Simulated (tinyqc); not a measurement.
# Inputs raised by 5 %, one at a time

Model: Stillinger-Weber potential for a tetrahedral semiconductor. Computed by tinyqc, a small Python program. Command: `OMP_NUM_THREADS=1 python tinyqc.py 3003485 3003486 out.jsonl swsi sens`. One thread of a shared host (Intel(R) Xeon(R) Processor @ 2.30GHz), about 0.07 s of CPU time with the checks.

With x = r/sigma: pair term eps A (B x^-4 - 1) exp(1/(x - a)); for each pair of neighbours j, k of atom i, three-body term eps lambda exp(gamma/(x_ij - a) + gamma/(x_ik - a)) (cos theta_jik + 1/3)^2; both vanish beyond x = a. A = 7.049556277, B = 0.6022245584, a = 1.8.

Inputs (values chosen for the exercise, modelled on germanium):
```
quantity                    value      unit
energy scale eps            1.926        eV
length scale sigma           2.16  angstrom
three-body strength lambda   31.2         -
gamma                         1.2         -
```

Constants: 1 eV/angstrom^3 = 160.2176634 GPa.

Method. All angles are tetrahedral, so only the pair term acts; its minimum lies at x = 2^(1/6) with depth eps, and second neighbours lie beyond the cut-off. a0 = 4 d/sqrt3; E = -2 eps per atom. Second derivatives of the energy per atom, volume a0^3/8: e_xx gives C11, e_xx = -e_yy gives 2 (C11 - C12), e_xy = e_yx = h/2 gives the unrelaxed C44(0). Under that shear the second sublattice shifts by u_z; minimising over u_z gives C44 = C44(0) - E_hu^2/(E_uu V) and Kleinman's zeta = |E_hu/E_uu|/(a0/4). The optical force constant is k = 4 E_uu, with M omega^2 = k at the zone centre.

Runs:
```
input moved                     from      to  C11 (GPa)  C12 (GPa)  internal strain zeta  optical force constant k (eV/angstrom^2)
base run                           -       -     142.43     52.102               0.50786                                    34.208
energy scale eps (eV)          1.926  2.0223     149.55     54.708               0.50786                                    35.918
length scale sigma (angstrom)   2.16   2.268     123.03     45.008               0.50786                                    31.027
three-body strength lambda      31.2   32.76     145.44     50.597               0.49159                                    34.769
gamma                            1.2    1.26     132.65     56.989               0.56455                                    32.386
```

Exponents ln(y'/y) / ln(x'/x):
```
input                          C11     C12  internal strain zeta  optical force constant k
energy scale eps             1.000   1.000                 0.000                     1.000
length scale sigma          -3.000  -3.000                 0.000                    -2.000
three-body strength lambda   0.429  -0.601                -0.667                     0.334
gamma                       -1.457   1.838                 2.169                    -1.122
```

Among the inputs moved here: C11 answers most in size to length scale sigma (exponent -3.000), next to gamma (-1.457). Its exponent +1.000 in energy scale eps: eps sets the scale. Its exponent -3.000 in length scale sigma: energy over volume. C12 answers most in size to length scale sigma (exponent -3.000), next to gamma (+1.838). Internal strain zeta answers most in size to gamma (exponent +2.169), next to three-body strength lambda (-0.667); its exponent is below 0.0005 for energy scale eps, length scale sigma. Its exponent 0.000 in energy scale eps: zeta depends only on the ratio of bending to stretching stiffness. Optical force constant k answers most in size to length scale sigma (exponent -2.000), next to gamma (-1.122). Its exponent -2.000 in length scale sigma: energy over length squared.

Caution (all rows): the original fit to silicon is too soft in shear (C44) and too stiff for the optical mode.
